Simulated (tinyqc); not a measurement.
Ideality, resistance and saturation current from three points.

Question. Well above I0 a diode obeys V = n Vt ln(I/I0) + Rs I. Find n, Rs and I0.

Values chosen for this exercise:
- T = 200 K (temperature)

Constants: q = 1.602176634e-19 C, kB = 1.380649e-23 J/K, Vt = kB T/q. Results are converted to the units shown.

I (A): 0.00045  0.0051  0.057
V (V): 0.76365876  0.82819030  1.0294538

Solution. The equation is linear in a = n Vt, Rs and c = -a ln I0; three points give a 3 x 3 system.

n = 1.220
Rs = 2.900 ohm
I0 = 8.071e-20 A

tinyqc, about 0.01 s, one thread, Intel Xeon 2.30GHz (shared host): `OMP_NUM_THREADS=1 python tinyqc.py 2640149 2640150 out.jsonl`
